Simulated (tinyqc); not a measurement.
Worked calculation: RHF in the sto-3g basis, for H3-, spin multiplicity 1. The basis has no diffuse functions, so it cannot describe the extra electron: this is an exercise in the method, not the real anion. One step of it, computed by the program tinyqc.

Task: Iteration 3: diagonalisation and new density. Diagonalise F' = X^T F X, C = X C', fill 2 alpha and 2 beta electrons from the bottom; D = 2 C_occ C_occ^T; the new density keeps 0.5 of the old one (damping). Each column has its largest component positive (the first on a tie).

extrapolated F (hartree), lower triangle:
```
          1H 1s     2H 1s     3H 1s
1H 1s  0.330092
2H 1s  0.015019  0.260921
3H 1s  0.015019  0.053881  0.260921
```

X, lower triangle:
```
           1H 1s     2H 1s     3H 1s
1H 1s   1.200897
2H 1s  -0.283852  1.096354
3H 1s  -0.283852  0.046494  1.096354
```

D after iteration 2, lower triangle:
```
           1H 1s      2H 1s     3H 1s
1H 1s   1.900791
2H 1s  -1.203686   2.146521
3H 1s  -1.203686  -0.057889  2.146521
```

overlap S, lower triangle:
```
          1H 1s     2H 1s     3H 1s
1H 1s  1.000000
2H 1s  0.453419  1.000000
3H 1s  0.453419  0.092728  1.000000
```

Give: F' = X^T F X; orbital energies; coefficients C; D after iteration 3.

Result:

F' = X^T F X (hartree), lower triangle:
```
        1      2      3
1   0.506
2  -0.192  0.337
3  -0.192  0.108  0.337
```

orbital energies (hartree): MO1 0.203, MO2 0.228, MO3 0.748

coefficients C:
```
         MO1     MO2     MO3
1H 1s  0.501   0.000   1.163
2H 1s  0.414   0.742  -0.750
3H 1s  0.414  -0.742  -0.750
```

D after iteration 3, lower triangle:
```
        1H 1s   2H 1s  3H 1s
1H 1s   1.201
2H 1s  -0.395   1.795
3H 1s  -0.395  -0.409  1.795
```
